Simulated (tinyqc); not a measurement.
Inside a calculation. Method: Hubbard ring of 4 sites. One step of it, computed by the program tinyqc.

Task: Mean-field iteration 2. H(up) = T + U n(down), H(down) = T + U n(up); fill the lowest levels; n(new) = n + mixing (n(out) - n); E = tr T (rho up + rho down) + U sum n_up n_down of the output.

one-body matrix (hopping and site energies) (eV), lower triangle:
```
           1          2          3         4
1   0.000000
2  -1.560000   0.000000
3   0.000000  -1.560000   0.000000
4  -1.560000   0.000000  -1.560000  0.000000
```

U = 1.300000 eV

electrons, up and down: 2  2

mixing = 0.500000

n(up) after iteration 1: 1 0.592572, 2 0.407428, 3 0.592572, 4 0.407428

n(down) after iteration 1: 1 0.592572, 2 0.407428, 3 0.592572, 4 0.407428

Give: levels, up; levels, down; energy; n(up) after iteration 2; n(down) after iteration 2.

Result:

levels, up (eV): -2.4723  0.5297  0.7703  3.7723

levels, down (eV): -2.4723  0.5297  0.7703  3.7723

energy = -4.5848 eV

n(up) after iteration 2: 1 0.4165, 2 0.5835, 3 0.4165, 4 0.5835

n(down) after iteration 2: 1 0.4165, 2 0.5835, 3 0.4165, 4 0.5835
